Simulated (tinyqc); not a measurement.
Pair of shallow donors (hydrogen-like orbitals): sweeps and comparisons. A value that a table varies takes the place of the one given here.

Each donor has the orbital exp(-r/a); energy unit Ha* = q/(eps a), q = e^2/(4 pi eps0), so that a lone donor is bound by Ha*/2; x = R/a. One electron: S = (1 + x + x^2/3) exp(-x), j = 1/x - (1 + 1/x) exp(-2x), k = (1 + x) exp(-x); levels E(+/-) = -1/2 - (j +/- k)/(1 +/- S) in Ha*, without the repulsion of the ions, split by D = |E(-) - E(+)|. In six valleys the overlaps S and k are multiplied by v = [cos(K Rx) + cos(K Ry) + cos(K Rz)]/3, K = k0 (2 pi/a_lat), for isotropic envelopes and the symmetric valley state.

Two electrons, Heitler-London: with S' = (1 - x + x^2/3) exp(x), C = 1/x - exp(-2x)(1/x + 11/8 + 3x/4 + x^2/6), X = (1/5){exp(-2x)(25/8 - 23x/4 - 3x^2 - x^3/3) + (6/x)[S^2 (0.5772157 + ln x) + S'^2 Ei(-4x) - 2 S S' Ei(-2x)]}, Q = C - 2j + 1/x and A = X - 2 S k + S^2/x, the singlet and triplet lie at (Q +/- w A)/(1 +/- w S^2) from two lone donors, with the valley weight w = v^2; the exchange is J = triplet - singlet.

Constants: e^2/(4 pi eps0) = 14.39964547 eV angstrom.

Values chosen for the exercise (near those of two donors in Si; the results hold for these values, not for the real material): a = 20 angstrom (orbital radius); eps = 11.2 (dielectric constant); a_lat = 5.431 angstrom (lattice constant); k0 = 0.855 2 pi/a_lat (valley position); sites = ((9, 9, 0), (9.5, 9.5, 0), (10, 10, 0), (10.5, 10.5, 0), (11, 11, 0), (11.5, 11.5, 0), (12, 12, 0), (12.5, 12.5, 0), (13, 13, 0), (13.5, 13.5, 0)) a_lat (positions of the second donor); Ns = (0.022, 0.055, 0.13, 0.33, 0.77, 1.7, 3.3) x 1e18/cm^3 (donor densities); n = (18.25, 0.25, 0.25) a_lat (separation vector).

## Lattice sites along [110]

D and J for each site, and for v = 1.

Results:
```
site             R (angstrom)       v  D (meV)  J (micro-eV)  J for v = 1
(9, 9, 0)                69.1   0.108    0.884          31.9     2.78e+03
(9.5, 9.5, 0)            73.0   0.812     6.11      1.40e+03     2.13e+03
(10, 10, 0)              76.8  -0.301     1.92           147     1.62e+03
(10.5, 10.5, 0)          80.6   0.993     5.73      1.22e+03     1.23e+03
(11, 11, 0)              84.5  -0.218     1.06          44.2          929
(11.5, 11.5, 0)          88.3   0.664     2.83           307          698
(12, 12, 0)              92.2   0.291     1.07          44.4          522
(12.5, 12.5, 0)          96.0   0.078    0.248          2.38          389
(13, 13, 0)              99.8   0.833     2.29           201          289
(13.5, 13.5, 0)         103.7  -0.310    0.729          20.5          214
```

Over these sites the envelope alone changes J by a factor 13, and the valley factor v^2 by 161; J runs from 2.38 at (12.5, 12.5, 0) to 1.4e+03 micro-eV at (9.5, 9.5, 0). Along [110] only two valleys keep their phase, so v = (1 + 2 cos)/3 can pass through zero. J does not fall steadily with distance.

## From lone donors to an impurity band (impurity band of shallow donors (Hubbard estimate))

Donors on a simple cubic lattice of spacing R = N^(-1/3) (1/angstrom^3 = 1e24/cm^3), Ha* = q/(eps a), q = e^2/(4 pi eps0), x = R/a. Hopping t = Ha* (1 + x) exp(-x), band width B = 12 t, on-site repulsion U = (5/8) Ha*; the gap closes near B/U = 1.15. Valley factors and disorder are left out.

Results:
```
N (1e18/cm^3)  R (angstrom)  N^(1/3) a   t (meV)   B (meV)       B/U
0.022                 356.9      0.056  2.16e-05  0.000259  6.44e-06
0.055                 263.0      0.076   0.00177    0.0213  0.000530
0.13                  197.4      0.101    0.0361     0.433    0.0108
0.33                  144.7      0.138     0.381      4.58     0.114
0.77                  109.1      0.183      1.77      21.3     0.530
1.7                    83.8      0.239      5.06      60.7      1.51
3.3                    67.2      0.298      9.75       117      2.91
```

B/U passes 1.15 between 0.77 and 1.7 x 1e18/cm^3; the root is x = 4.52, N^(1/3) a = 0.221, N = 1.3 x 1e18/cm^3, below the 2.2 that the empirical rule N^(1/3) a = 0.26 gives; the estimate is rough, since random positions, the overlap of the orbitals and screening are left out. While N grows by 150 times, t grows by 4.52e+05 times.

## What each parameter does

x, D = |E(-) - E(+)| and J. Each row changes one parameter from the base and keeps the others.

Results:
```
case                               x  D (meV)  J (micro-eV)
base                           4.957   0.3214          4.00
a = 22 angstrom                4.506   0.4113          7.26
eps = 12.3                     4.957   0.2926          3.65
k0 = 0.835 2 pi/a_lat          4.957   0.5460          11.6
n = (19.25, 0.25, 0.25) a_lat  5.228   0.3901          5.89
```

The largest shifts from the base row, up to three for each result and ties (the steps differ in size, so this ranks the rows, not the parameters). x: a -0.451, n +0.272; unchanged at the printed digits by eps and k0. D (meV): k0 +0.225, a +0.0899, n +0.0687. J (micro-eV): k0 +7.55, a +3.26, n +1.89.

Computed by tinyqc, a small Python program: `OMP_NUM_THREADS=1 python tinyqc.py 1251361 1251362 out.jsonl` (the numbers bound the seed that draws the inputs); one thread of a shared host (Intel(R) Xeon(R) Processor @ 2.30GHz), about 0.01 s for the whole set of steps.
